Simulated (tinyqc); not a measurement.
# Changing the background C_B

Model: sheet resistance of a shallow doped layer with concentration-dependent mobility and limited activation. Computed by tinyqc, a small Python program. Command: `OMP_NUM_THREADS=1 python tinyqc.py 3004246 3004247 out.jsonl irvin sweep`. One thread of a shared host (Intel(R) Xeon(R) Processor @ 2.30GHz), about 0.02 s of CPU time with the checks.

A layer of one dopant lies in a background of the opposite type. Current flows parallel to the surface down to the junction; depletion is ignored.

Inputs (values chosen for the exercise, modelled on arsenic in silicon): surface concentration C_s = 1.1e+21 1/cm^3; length l = 190 nm; mobility floor mu_min = 52.3 cm^2/(V s); mobility mu_max = 1410 cm^2/(V s); reference density N_r = 9.55e+16 1/cm^3; exponent alpha = 0.698; prefactor of the active limit = 2.3e+22 1/cm^3; energy of the active limit = 0.478 eV; anneal temperature T = 950 C.

Profile: erfc.

Constants: k_B = 8.617333262e-05 eV/K; e = 1.602176634e-19 C.

Method:
- C(x) = C_s erfc(x/l).
- Temperatures in kelvin are T(C) + 273.15.
- Active limit C_a = prefactor x exp(-energy/(k_B T)); the junction lies where C = C_B, and the profile exceeds C_a down to x_a (zero if C_s is below C_a). Slope at the junction in nm per decade = ln(10) C/|dC/dx|.
- Active density N = min(C, C_a); carriers n = N - C_B; mobility mu = mu_min + (mu_max - mu_min)/(1 + ((N + C_B)/N_r)^alpha).
- Integrals from 0 to x_j, where C = C_B (Gauss-Legendre, 60 points on each smooth piece; 1 nm = 1e-7 cm): dose int C dx, carriers int n dx, mean mobility int n mu dx/int n dx, R_s = 1/(e int n mu dx).

One run for each value; columns: (1) background C_B (1/cm^3); (2) junction depth x_j (nm); (3) sheet resistance R_s (ohm/square); (4) mean mobility (cm^2/(V s)); (5) abruptness at the junction (nm/decade):
```
(1)          (2)     (3)     (4)     (5)
1.00e+14  717.97  18.397  60.206   56.04
4.00e+14  683.45  18.397  60.204   58.69
2.00e+15  641.21  18.399  60.198   62.28
7.00e+15  606.45  18.405  60.183   65.57
3.00e+16  563.62  18.424  60.136   70.12
1.00e+17  525.80  18.462  60.050   74.66
2.00e+18  418.96  18.940  59.441   91.16
1.00e+19  350.47  20.277  58.712  105.87
```

Give the missing row, background C_B (1/cm^3) = 6.00e+17.

Computed row; columns: (1) background C_B (1/cm^3); (2) junction depth x_j (nm); (3) sheet resistance R_s (ohm/square); (4) mean mobility (cm^2/(V s)); (5) abruptness at the junction (nm/decade):
```
(1)          (2)     (3)     (4)    (5)
6.00e+17  464.50  18.628  59.776  83.36
```

Interpolating between the two neighbouring rows (the first column on a logarithmic scale, the others too where they are positive) misses most in junction depth x_j (nm), by 1.2 %. Over the rows, junction depth x_j (nm) falls from 718 to 350 (exponent d ln y / d ln x -0.036 between the first rows and -0.11 between the last); sheet resistance R_s (ohm/square) rises from 18.4 to 20.3; mean mobility (cm^2/(V s)) falls from 60.2 to 58.7. A heavier background makes the junction shallower, removes carriers and adds scattering centres.

Caution (all rows): above about 2e20 per cm^3 measured mobilities fall further than this form.
